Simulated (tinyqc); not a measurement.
Hopping conduction between localised states: one step, computed by the program tinyqc.

Energies are counted from the Fermi level. A small network shows the mechanism; the laws of an infinite system follow.

Task: Critical path. Critical exponent s_c: the smallest value such that bonds with s_ij <= s_c connect site 1 with site 7.

Inputs (values chosen for the exercise, for a model amorphous semiconductor): temperature T = 37 K.

Dimension: 2D.

s_ij:
```
          1         2         3         4         5         6         7
1   0.00000   7.62414   8.39690  11.37373  14.08667  19.64699  21.48851
2   7.62414   0.00000   8.87346  10.43704  12.27318  19.13574  19.88151
3   8.39690   8.87346   0.00000   4.37628   8.42675  12.13160  13.87894
4  11.37373  10.43704   4.37628   0.00000   4.28617   8.74538  10.15090
5  14.08667  12.27318   8.42675   4.28617   0.00000   8.72242   8.68780
6  19.64699  19.13574  12.13160   8.74538   8.72242   0.00000   4.97847
7  21.48851  19.88151  13.87894  10.15090   8.68780   4.97847   0.00000
```

Give: critical exponent s_c.

Result:

critical exponent s_c = 8.688
